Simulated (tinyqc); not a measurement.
Conversion gain and read noise from the photon-transfer curve.

Problem. Temporal variance = CG x mean output + vn^2 (dark signal removed), CG = q As/Cf. Find CG, vn, the read noise in electrons and Cf.

Values chosen for this exercise: source-follower gain As = 0.88.

Constants: q = 1.602176634e-19 C. Results are converted to the units shown.

temporal variance at mean outputs of 7.5 and 45 mV (mV^2): [0.4851063763, 2.518638258]

Answer. Poisson statistics make the slope equal to CG; the intercept is vn^2.

CG = 54.23 uV/electron
vn = 280.0 uV
read noise = 5.163 electrons
Cf = 2.600 fF

tinyqc, about 0.01 s, one thread, Intel Xeon 2.30GHz (shared host): `OMP_NUM_THREADS=1 python tinyqc.py 2630108 2630109 out.jsonl`
